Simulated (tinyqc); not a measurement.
Course in time: spin coating of a resist or spin-on film: centrifugal thinning, evaporation and the final thickness (Emslie and Meyerhofer models). Computed by tinyqc, a small Python program. Command: `OMP_NUM_THREADS=1 python tinyqc.py 3111514 3111515 out.jsonl spincoat walk`. One thread of a shared host (Intel(R) Xeon(R) Processor @ 2.30GHz), about 0.08 s of CPU time with the checks.

A Newtonian film stays uniform over the wafer; solvent and solids have the same density and the concentration is uniform through the thickness.

Inputs (values chosen for the exercise, of the order of those of a polymer resist in an ester solvent):

| quantity | value | unit |
|---|---|---|
| solids volume fraction c0 | 0.17 | - |
| kinematic viscosity of the solvent nu_s | 1 | mm^2/s |
| viscosity constant k | 530 | mm^2/s |
| viscosity exponent gamma | 3.5 | - |
| spin speed f | 1500 | rpm |
| evaporation rate at 1000 rpm e0 | 0.38 | micrometre/s |
| starting thickness h0 | 200 | micrometre |
| wafer radius R | 50 | mm |
| shrinkage in the bake | 8.6 | % |

Method:
- omega = 2 pi f/60; nu(c) = nu_s + k c^gamma; evaporation rate e = e0 sqrt(f/1000 rpm).
- Flow constant K = 2 omega^2/(3 nu(c0)); Reynolds number of the air omega R^2/nu_air with nu_air = 15 mm^2/s.
- Meyerhofer estimate: flow rules until (1 - c0) K h^3 = e, then evaporation alone: h_w = (e/((1 - c0) K))^(1/3), dry film c0 h_w.
- Full model for solids s and liquid l per area, h = s + l, c = s/h: ds/dt = -c Q, dl/dt = -(1 - c) Q - e, Q = 2 omega^2 h^3/(3 nu(c)); integrated adaptively (relative tolerance 1e-9) until l = 0.
- Dry film = s at l = 0, before the bake; film after the bake = s x (1 - shrinkage).
- Times are fractions of the time to dry.

omega = 157.080 1/s

evaporation rate e = 0.465403 micrometre/s

dry film = 797.768 nm

dry film, estimate = 702.898 nm

History:

| fraction | t (s) | h (micrometre) | c | nu (mm^2/s) | Q/e | s (nm) |
|---|---|---|---|---|---|---|
| 0.003 | 0.0288 | 45.531 | 0.17003 | 2.07 | 1.6082e+03 | 7741.9 |
| 0.010 | 0.0961 | 25.398 | 0.17020 | 2.08 | 2.7863e+02 | 4322.7 |
| 0.030 | 0.2883 | 14.725 | 0.17104 | 2.10 | 5.3824e+01 | 2518.7 |
| 0.100 | 0.9608 | 8.020 | 0.17642 | 2.22 | 8.2034e+00 | 1414.8 |
| 0.200 | 1.9217 | 5.571 | 0.18894 | 2.55 | 2.3927e+00 | 1052.5 |
| 0.350 | 3.3630 | 4.023 | 0.21817 | 3.57 | 6.4454e-01 | 877.7 |
| 0.500 | 4.8042 | 3.107 | 0.26397 | 6.01 | 1.7645e-01 | 820.2 |
| 0.700 | 6.7259 | 2.145 | 0.37306 | 17.81 | 1.9588e-02 | 800.2 |
| 0.900 | 8.6476 | 1.245 | 0.64081 | 112.64 | 6.0558e-04 | 797.8 |

What does the comparison show, and why?

Q/e drops below 1 between t = 1.9 and 3.4 s, when c has risen from 0.17 to about 0.218; after that row the solids fall by a further 9 %. The full model gives 1.13 times the two-stage estimate.
